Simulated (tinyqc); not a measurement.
Current of a Schottky diode by thermionic-emission-diffusion theory, and its read-back from I-V-T and C-V data: one step, computed by the program tinyqc.

Full ionisation, no tunnelling, no recombination current. V is the voltage across the junction itself, forward positive.

Question. Read-back from the I-V curve. N_c(T) = N_c (T/300 K)^(3/2); V_bi = phi_0 - (k_B T/e) ln(N_c(T)/N); surface field F = sqrt(2 e N (V_bi - V - k_B T/e)/(eps eps_0)); image lowering d_phi = sqrt(e F/(4 pi eps eps_0)); effective barrier phi = phi_0 - d_phi - sigma^2 (1 - rho V)/(2 k_B T). Collection velocity v_R = A* T^2/(e N_c(T)); diffusion velocity v_D = mu F; J = e N_c(T) v_R/(1 + v_R/v_D) exp(-phi/k_B T) [exp(e V/k_B T) - 1]. Ideality n = (e/k_B T)/(d ln J/dV) by a central difference of +/- 1 mV; J_0 = J exp(-e V/(n k_B T)); apparent barrier phi_IV = k_B T ln(A* T^2/J_0); a C-V plot gives phi_CV = phi_0, the mean without lowering.

Inputs (values chosen for the exercise, modelled on n-type silicon):

| quantity | value | unit |
|---|---|---|
| Richardson constant A* | 109 | A/(cm^2 K^2) |
| effective density of states at 300 K, N_c | 2.9e+19 | 1/cm^3 |
| permittivity eps | 11.7 | - |
| mobility mu | 1400 | cm^2/(V s) |
| barrier without image force phi_0 (mean) | 0.662 | eV |
| doping N | 2.9e+16 | 1/cm^3 |
| junction voltage V | 0.2 | V |
| temperature T | 300 | K |
| standard deviation sigma | 84 | meV |
| relative change of sigma^2 with bias, rho | 0.66 | 1/V |

Barrier: Gaussian spread of heights.

Constants: k_B = 8.617333262e-05 eV/K; e = 1.602176634e-19 C; eps_0 = 8.8541878128e-12 F/m.

Give: ideality factor n; extrapolated J_0; apparent barrier phi_IV; phi_CV - phi_IV.

Answer.

ideality factor n = 1.1296

extrapolated J_0 = 0.043763 A/cm^2

apparent barrier phi_IV = 0.49708 eV

phi_CV - phi_IV = 164.92 meV
